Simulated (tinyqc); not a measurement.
# Worked calculation: a chain with a side-coupled site and dephasing by Buettiker voltage probes

Numbers from tinyqc (`OMP_NUM_THREADS=1 python tinyqc.py 2700129 2700130 out.jsonl`; about 0.01 s on one thread of a shared Intel Xeon 2.30GHz). Printed values are rounded.

Sites 1 to 5 form a chain with hopping -t, and site 6 hangs on site 2 by -ts. Lead L joins site 1 and lead R site 5, both semi-infinite chains with hopping -t and site energy 0. Every site carries a probe with self-energy -i Gamma_p/2 that draws no net current. Linear response at zero temperature: mu_L = 1, mu_R = 0 in units of the bias.

Inputs (values chosen for the exercise): hopping (matrix element -t) t = 1 eV; site energies 1 to N U = [0, 0, 0, 0, 0, -0.83] eV; Fermi energy E = -0.83 eV; probe broadening Gamma_p gp = 0.074 eV; hopping from site 2 to the side site 6 ts = 0.33 eV.

Constants: q = 1.602176634e-19 C, h = 6.62607015e-34 J s. Results are converted to the units shown.

## Green function

Sigma = t^2 g(E), g(x) = (x - i sqrt(4 t^2 - x^2))/(2 t^2) for |x| < 2 t and (x - sign(x) sqrt(x^2 - 4 t^2))/(2 t^2) otherwise; Gamma = -2 Im Sigma; G = (E - H - Sigma_L - Sigma_R + i Gamma_p/2)^(-1).

Sigma = -0.415000-0.909821i eV
Gamma = 1.81964 eV

G (1/eV):
```
                 1                2                3                4
1  -0.2432-0.7543i   0.1849-0.0828i   0.1499+0.1346i  -0.0554+0.1890i
2   0.1849-0.0828i  -0.0017-0.2094i   0.1897-0.0861i   0.1559+0.1309i
3   0.1499+0.1346i   0.1897-0.0861i  -0.2490-0.7715i   0.5750-0.5450i
4  -0.0554+0.1890i   0.1559+0.1309i   0.5750-0.5450i   0.3012-0.6046i
5  -0.1890+0.0243i  -0.0554+0.1890i   0.7062+0.2978i   0.6526+0.0321i
6   0.7383+1.6489i   1.8676-0.0148i   0.7678+1.6920i  -1.1677+1.3907i

                 5                6
1  -0.1890+0.0243i   0.7383+1.6489i
2  -0.0554+0.1890i   1.8676-0.0148i
3   0.7062+0.2978i   0.7678+1.6920i
4   0.6526+0.0321i  -1.1677+1.3907i
5  -0.1633-0.2953i  -1.6855-0.4945i
6  -1.6855-0.4945i  0.1316-10.3703i
```

## Transmissions between terminals

With Gamma the broadening by one lead, T_RL = Gamma^2 |G_(5,1)|^2, T_pL = Gamma Gamma_p |G_(p,1)|^2, T_pR = Gamma Gamma_p |G_(p,5)|^2, T_pq = Gamma_p^2 |G_(p,q)|^2 for p != q.

T_RL = 0.120179

```
probe      T_pL      T_pR
1      0.084581  0.004887
2      0.005525  0.005223
3      0.005468  0.079091
4      0.005223  0.057482
5      0.004887  0.015338
6      0.439489  0.415482
```

T_pq:
```
           1          2          3          4          5          6
1  0.0000000  0.0002247  0.0002224  0.0002124  0.0001988  0.0178728
2  0.0002247  0.0000000  0.0002377  0.0002270  0.0002124  0.0191006
3  0.0002224  0.0002377  0.0000000  0.0034374  0.0032164  0.0189047
4  0.0002124  0.0002270  0.0034374  0.0000000  0.0023376  0.0180572
5  0.0001988  0.0002124  0.0032164  0.0023376  0.0000000  0.0168965
6  0.0178728  0.0191006  0.0189047  0.0180572  0.0168965  0.0000000
```

## Probe potentials and effective transmission

No current into probe p: W mu = T_pL with W_pp = T_pL + T_pR + sum_q T_pq and W_pq = -T_pq. Then T_eff = T_RL + sum_p T_pR mu_p, and the resistance is (h/2q^2)/T_eff.

W:
```
           1          2          3          4          5          6
1   0.108199  -0.000225  -0.000222  -0.000212  -0.000199  -0.017873
2  -0.000225   0.030750  -0.000238  -0.000227  -0.000212  -0.019101
3  -0.000222  -0.000238   0.110578  -0.003437  -0.003216  -0.018905
4  -0.000212  -0.000227  -0.003437   0.086977  -0.002338  -0.018057
5  -0.000199  -0.000212  -0.003216  -0.002338   0.043087  -0.016897
6  -0.017873  -0.019101  -0.018905  -0.018057  -0.016897   0.945802
```

mu_p, probe 1 to 6: 0.867290  0.503870  0.153978  0.183288  0.338946  0.503870
T_eff = 0.364311
resistance = 35.4269 kohm

Without probes the transmission is 0. With them, 33.0 % of the current crosses without entering a probe.

## Current at both leads

In units of (2 q^2/h) times the bias, T_RL + sum_p T_pL (1 - mu_p) leaves L and T_RL + sum_p T_pR mu_p enters R.

current leaving L = 0.364311
current entering R = 0.364311

The two are equal: the probes conserve the current.
